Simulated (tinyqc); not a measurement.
# From width between Gamma and the corner back to impurity potential U

Model: Koster-Slater impurity in a tight-binding band, by Green functions and by supercells. Computed by tinyqc, a small Python program. Command: `OMP_NUM_THREADS=1 python tinyqc.py 3002963 3002964 out.jsonl kosterslater inv`. One thread of a shared host (Intel(R) Xeon(R) Processor @ 2.30GHz), about 0.1 s of CPU time with the checks.

One orbital per site, e(k) = -2 t sum cos(k_i) over 3 direction(s), band from -6 t to 6 t, lattice constant 1. One site has the extra energy U. Spin is left out.

Inputs (values chosen for the exercise, for a model band): hopping t = 1.9 eV; supercell edge N = 4 sites.

Lattice: simple cubic.

Method:
- Outside the band G0(E) = (1/pi) int_0^pi dk (2/(pi z)) K(16 t^2/z^2), z = E + 2 t cos k, K the complete elliptic integral with parameter m; 200 Gauss-Legendre points.
- A bound state solves 1/U = G0(E).
- Bisection in ln(distance from the edge) between 1e-5 t and |U| + t. Weight on the impurity site: -1/(U^2 dG0/dE), by a central difference with step min(1e-4 t, distance/30). Decay length along an axis: 1/arccosh(1 + distance/(2 t)).
- In a periodic cell of N sites along each direction with Bloch vector K, the level solves 1/U = N^-d sum_k 1/(E - e(k)), k_i = (2 pi m_i + K_i)/N, m_i = 0..N-1; the outermost root on the side of U is taken (bisection). d is the number of directions. Gamma means K_i = 0, the zone corner K_i = pi, the quarter point K_i = pi/2.
- The error is measured against the isolated level E_b.

Task: A run gave the result below. Find the impurity potential U, known to lie between 13 and 22 eV.

width between Gamma and the corner = 0.05533543 eV

Result:

Each step takes the trial c = (a f_b - b f_a)/(f_b - f_a), f being the result less the target and a, b, c the logarithms of the listed values; c replaces end b, the old b replaces a if the sign of f changed, and otherwise f_a is halved.

Scan of the range:

| impurity potential U (eV) | width between Gamma and the corner (eV) |
|---|---|
| 13.0 | 0.141480 |
| 14.2 | 0.096951 |
| 15.5 | 0.067800 |
| 16.9 | 0.048356 |
| 18.5 | 0.034425 |
| 20.2 | 0.025025 |
| 22.0 | 0.018524 |

False position (Illinois rule, in the logarithm of the input) inside the bracket:

| step | end a | end b | trial | width between Gamma and the corner (eV) |
|---|---|---|---|---|
| 1 | 15.5000 | 16.9000 | 16.3835 | 0.0545063 |
| 2 | 15.5000 | 16.3835 | 16.2772 | 0.0559043 |
| 3 | 16.3835 | 16.2772 | 16.3204 | 0.0553306 |
| 4 | 16.2772 | 16.3204 | 16.3200 | 0.0553354 |
| 5 | 16.2772 | 16.3200 | 16.3200 | 0.0553355 |
| 6 | 16.3200 | 16.3200 | 16.3200 | 0.0553354 |

Width between Gamma and the corner falls at every point of a 13-point scan of the range (every second point is shown), so one value fits; it is bracketed by 15.5 and 16.9. Answer: impurity potential U = 16.32 eV.
